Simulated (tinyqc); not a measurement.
What each parameter does: Landau levels of bilayer graphene.

Four-band model without bias: with w = sqrt(2) hv/l, E_N^2 = [g1^2 + (2N - 1) w^2 - sqrt(g1^4 + 2 (2N - 1) g1^2 w^2 + w^4)]/2 for N >= 2, and E = 0 for N = 0, 1. The two-band limit is hbar wc sqrt(N (N - 1)) with hbar wc = w^2/g1. Each level is fourfold; of the eight zero-energy states half belong to the electrons.

In a field B along z: l = 1/sqrt((e/hbar) B) is the magnetic length, n_B = B/(h/e) the number of states per area in one level, hbar wc = 2 muB B/m for mass m in m0; 1/angstrom^2 = 1e16/cm^2.

The zero level takes 4 n_B electrons and each higher level 4 n_B. At zero temperature and without broadening EF sits in the partly filled level.

Constants: e/hbar = 1.519267448e-05 1/(T angstrom^2); h/e = 413566.7697 T angstrom^2; muB = 5.788381798e-05 eV/T.

Inputs chosen for the exercise (near those of bilayer graphene; the results hold for these values, not for the real material): hv = 6.45 eV angstrom (hbar v); g1 = 0.402 eV (interlayer hopping); B = 10.8 T (magnetic field); n = 2 x 1e11/cm^2 (electron sheet density).

The second and third levels from below, nu = n/n_B, and EF.

One parameter was then changed.

Results before and after:
```
case,second level (meV),third level (meV),nu,EF (meV)
base,43.10,70.52,0.77,0.00
changed,48.96,79.05,0.77,0.00
```

Which of these changes was made? (a) hv = 7.74 eV angstrom; (b) g1 = 0.342 eV; (c) B = 9.18 T; (d) n = 2.4 x 1e11/cm^2.

Answer: (b) g1 = 0.342 eV. Of the candidates, run in turn, only this one gives the changed row.

All candidates:
```
case,second level (meV),third level (meV),nu,EF (meV)
base,43.10,70.52,0.77,0.00
B = 9.18 T,37.16,61.18,0.90,0.00
hv = 7.74 eV angstrom,59.68,96.19,0.77,0.00
g1 = 0.342 eV,48.96,79.05,0.77,0.00
n = 2.4 x 1e11/cm^2,43.10,70.52,0.92,0.00
```

Run: tinyqc, `OMP_NUM_THREADS=1 python tinyqc.py 1281706 1281707 out.jsonl`; Intel(R) Xeon(R) Processor @ 2.30GHz, one thread, shared host; about 0.01 s of CPU time with all checks.
